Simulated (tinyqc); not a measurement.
# Threshold-voltage variability of a planar MOSFET, analytic estimates: effect of the gate width

Three independent sources add in quadrature: random dopants in the depleted layer, metal-gate grains of two orientations, and roughness of the two gate edges acting through the roll-off VT = VT(long) - Vr exp(-L/l). These are first-order estimates: no three-dimensional electrostatics, no percolation.

ni = sqrt(Nc Nv) exp(-Eg/(2 Vt)), Eg in volts; Cox = 3.9 eps0/ti; Wd = sqrt(4 eps0 eps_r Vt ln(Na/ni)/(q Na)); dopants: s1 = (q/Cox) sqrt(Na Wd/(3 L W)). Grains: Ng = L W/G^2 (at least 1), s2 = dW sqrt(p (1 - p)/Ng). Edges, with exponential correlation and u = W/La: the mean gate length has sL^2 = 2 De^2 (2/u)[1 - (1 - exp(-u))/u]; s3 = sL (Vr/l) exp(-L/l). s = sqrt(s1^2 + s2^2 + s3^2). l and Vr are held fixed.

Inputs (values chosen for the exercise); material values close to those of silicon: temperature T = 300 K; band gap Eg = 1.13 eV; relative permittivity of the semiconductor eps_r = 11.7; conduction-band density of states at T Nc = 2.76e19 cm^-3; valence-band density of states at T Nv = 2.61e19 cm^-3; channel doping Na = 5.5e18 cm^-3; oxide-equivalent thickness in inversion ti = 1.9 nm; gate length L = 20 nm; metal grain size G = 4 nm; work-function difference of the two grain orientations dW = 0.15 eV; share of the orientation of higher work function p = 0.3; rms roughness of one gate edge De = 1.9 nm; correlation length of the roughness La = 10 nm; decay length of the threshold roll-off l = 3.4 nm; prefactor of the roll-off Vr = 2 V.

Constants: q = 1.602176634e-19 C, kB = 1.380649e-23 J/K, Vt = kB T/q, eps0 = 8.8541878128e-14 F/cm where lengths are in cm. Results are converted to the units shown.

Result of one run:
```
s1 (mV)  s2 (mV)  s3 (mV)  s (mV)  s sqrt(L W) (mV um)
11.09      2.038   0.6497   11.29                1.523
```

Which gate width W gave this result: 80, 210, 560 or 910 nm?

W = 910 nm.

The whole series:
```
W (nm)  s1 (mV)  s2 (mV)  s3 (mV)  s (mV)  s sqrt(L W) (mV um)
30        61.05    11.22    2.974   62.15                1.522
49        47.77    8.783    2.514   48.64                1.523
80        37.39    6.874    2.061   38.07                1.523
130       29.33    5.392    1.661   29.87                1.523
210       23.08    4.243    1.327   23.50                1.523
340       18.14    3.334    1.053   18.47                1.523
560       14.13    2.598   0.8254   14.39                1.523
910       11.09    2.038   0.6497   11.29                1.523
```

As W goes from 30 to 910 nm, s falls from 62.1 to 11.3 mV. The dopants are the largest source in the first and the last row. The product s sqrt(L W) stays near 1.52 mV um: s1 and s2 count independent dopants and grains, so they go as 1/sqrt(L W), and s3 is too small to matter.

tinyqc, about 0.01 s, one thread, Intel Xeon 2.30GHz (shared host): `OMP_NUM_THREADS=1 python tinyqc.py 2090042 2090043 out.jsonl`
